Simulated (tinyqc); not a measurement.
Inside a calculation: strain-driven crossing of the Gamma and L valleys in a germanium-like crystal. Values are carried at full precision from step to step, so a last printed digit may differ when a step is redone from the rounded ones.

Biaxial loads: e0 is the in-plane strain e_par and the normal is free. (001): e_perp = -2 (C12/C11) e_par; exx = eyy = e_par, ezz = e_perp, no shear. (111): e_perp = -(2 C11 + 4 C12 - 4 C44)/(C11 + 2 C12 + 4 C44) e_par; exx = eyy = ezz = (2 e_par + e_perp)/3 and exy = eyz = ezx = (e_perp - e_par)/3. (110): e_perp = -(C11 + 3 C12 - 2 C44)/(C11 + C12 + 2 C44) e_par; exx = eyy = (e_par + e_perp)/2, ezz = e_par, exy = (e_perp - e_par)/2, eyz = ezx = 0. Uniaxial loads: a stress along n, scaled so that n.e.n = e0, with exx = s11 sxx + s12 (syy + szz), exy = s44 sxy/2, s11 = (C11 + C12)/((C11 - C12)(C11 + 2 C12)), s12 = -C12/((C11 - C12)(C11 + 2 C12)), s44 = 1/C44.

Constants: kB = 8.617333262e-05 eV/K; hc = 1239.841984 eV nm.

Parameters, chosen for this exercise (near those of Ge, gaps at low temperature; not measured data): C11 = 129.7 GPa; C12 = 48.6 GPa; C44 = 65.5 GPa; load = uniaxial [110] (kind of strain); e0 = 0.0272 (size of the strain); Eg = 0.904 eV (gap at Gamma to the s-like level); EgL = 0.756 eV (gap to L); Dso = 0.286 eV (spin-orbit splitting); ac = -8.23 eV (conduction deformation potential); av = 1.22 eV (valence hydrostatic potential); b = -2.53 eV (tetragonal shear potential); d = -5.29 eV (trigonal shear potential); aL = -1.69 eV (hydrostatic potential of the L edge, Xd + Xu/3); XuL = 15.79 eV (uniaxial potential, L); mG = 0.0416 m0 (mass at Gamma); mL = 0.576 m0 (density-of-states mass of the four L valleys together); T = 300 K (temperature).

## The strain tensor for a uniaxial [110] load

Form the tensor and its trace.

strain tensor in the cubic axes:
```
          x         y          z
x  0.013058  0.014142   0.000000
y  0.014142  0.013058   0.000000
z  0.000000  0.000000  -0.009786
```

tr(e) = 0.016330

## Band edges

Edges from the unstrained valence top: Gamma at Eg + ac tr(e); an L valley with unit axis u at EgL + aL tr(e) + XuL (u.e.u - tr(e)/3), u along [111], [1-1-1], [-11-1], [-1-11]; valence edges are the levels of the 6 x 6 matrix of X, Y, Z times spin with -Dso/3 + l exx + m (eyy + ezz) on the diagonal (cyclic), n exy off it, l = av + 2 b, m = av - b, n = sqrt(3) d. Spin-orbit term (Dso/3) L.sigma on X, Y, Z with (L_k)_ij = -i epsilon_kij: <X+|H|Y+> = -i Dso/3, <X+|H|Z-> = Dso/3, <Y+|H|Z-> = -i Dso/3, <Z+|H|X-> = -Dso/3, <Z+|H|Y-> = i Dso/3, <X-|H|Y-> = i Dso/3, and their conjugates; + and - are the spin along z.

Give the edges and the direct and indirect gaps from the top valence edge.

Gamma edge = 0.7696 eV

L edges (eV): [111] 0.8773, [1-1-1] 0.5795, [-11-1] 0.5795, [-1-11] 0.8773

valence edges from the top (eV): 0.1169  -0.0093  -0.3339

direct and indirect gap (eV): 0.6527  0.4626

The gap is indirect: Gamma lies 190 meV above the lowest L valley. The top two valence edges are 126 meV apart.

## Electrons in the Gamma valley

Non-degenerate, parabolic: share = mG^(3/2)/(mG^(3/2) + (mL^(3/2)/4) sum_i exp(-(E_Li - E_Gamma)/kT)). Also the offset at which four equal L valleys hold half of the electrons, kT ln((mL/mG)^(3/2)), and the wavelength hc/E of the direct gap.

(mL/mG)^(3/2) = 51.52
share in Gamma = 0.00249 %
offset for an even split = 101.9 meV
wavelength = 1900 nm

With the L valleys as they lie here, Gamma must be 84 meV below the lowest of them to hold half of the electrons at 300 K; it lies 190 meV above. A direct gap alone is not enough.

Run: tinyqc, `OMP_NUM_THREADS=1 python tinyqc.py 1081093 1081094 out.jsonl`; Intel(R) Xeon(R) Processor @ 2.30GHz, one thread, shared host; about 0.01 s of CPU time with all checks.
